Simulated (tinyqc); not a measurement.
Inside a calculation: density of states of one tight-binding band of a chain. Values are carried at full precision from step to step, so a last printed digit may differ when a step is redone from the rounded ones.

E(k) = -2 t cos(2 pi k) - 2 t2 cos(4 pi k); k in fractions of the reciprocal vectors, mesh k_i = j/N with j = 0 .. N-1. Densities are per cell and per spin, so the band holds one state.

Inputs chosen for the exercise: t = 1.45 eV (nearest hopping); t2 = 0.04 eV (second hopping); N = 16 (mesh points along each axis); bins = 8 (bins of the histogram); E_lo = -3.013 eV (lower end of the histogram); E_hi = 2.917 eV (upper end); E = 1.87 eV (energy at which the density is wanted); sigma = 0.29 eV (Gaussian width).

## Energies on the mesh

Evaluate the band at all 16 points and collect equal values.

Distinct energies:

| E_k (eV) | points |
|---|---|
| -2.9800 | 1 |
| -2.7358 | 2 |
| -2.0506 | 2 |
| -1.0532 | 2 |
| 0.0800 | 2 |
| 1.1664 | 2 |
| 2.0506 | 2 |
| 2.6227 | 2 |
| 2.8200 | 1 |

The 16 points give 9 distinct energies between -2.9800 and 2.8200 eV; a dense mesh gives a band from -2.980 to 2.820 eV.

## Histogram

Count the points in equal bins from E_lo to E_hi; g = count/(all points x bin width).

Histogram:

| from (eV) | to (eV) | points | g (1/eV) |
|---|---|---|---|
| -3.0130 | -2.2717 | 3 | 0.2530 |
| -2.2717 | -1.5305 | 2 | 0.1686 |
| -1.5305 | -0.7893 | 2 | 0.1686 |
| -0.7893 | -0.0480 | 0 | 0.0000 |
| -0.0480 | 0.6933 | 2 | 0.1686 |
| 0.6933 | 1.4345 | 2 | 0.1686 |
| 1.4345 | 2.1757 | 2 | 0.1686 |
| 2.1757 | 2.9170 | 3 | 0.2530 |

Empty bins: 1 of 8; the fullest holds 3 points. Empty bins inside the band come from the coarse mesh, not from gaps.

## Gaussian broadening at one energy

Gaussian broadening: g(E) = mean over the mesh of exp(-(E - E_k)^2/(2 sigma^2))/(sigma sqrt(2 pi)), n(E) = mean of erfc((E_k - E)/(sigma sqrt 2))/2.

Sum over the distinct energies with their counts.

n(E) = 0.7205
g(E) = 0.1570 1/eV

## Sum over all linear segments

Each interval of the mesh is a segment with E linear in k: n = (E - e1)/(e2 - e1), g = 1/(e2 - e1) between its end values.

Average n and g over all pieces of the mesh. The reference uses the same method with N = 4000.

n(E) = 0.7245
g(E) = 0.1414 1/eV
reference n(E) = 0.721
reference g(E) = 0.154 1/eV

On this mesh the linear method errs by -0.012 1/eV in g and +0.003 in n; the Gaussian sum erred by +0.003 and 0.000.

## Checks

- States below the top of the band by the linear method against one: both 1.000000.

Computed by tinyqc, a small Python program: `OMP_NUM_THREADS=1 python tinyqc.py 1682720 1682721 out.jsonl` (the numbers bound the seed that draws the inputs); one thread of a shared host (Intel(R) Xeon(R) Processor @ 2.30GHz), about 0.01 s for the whole set of steps.
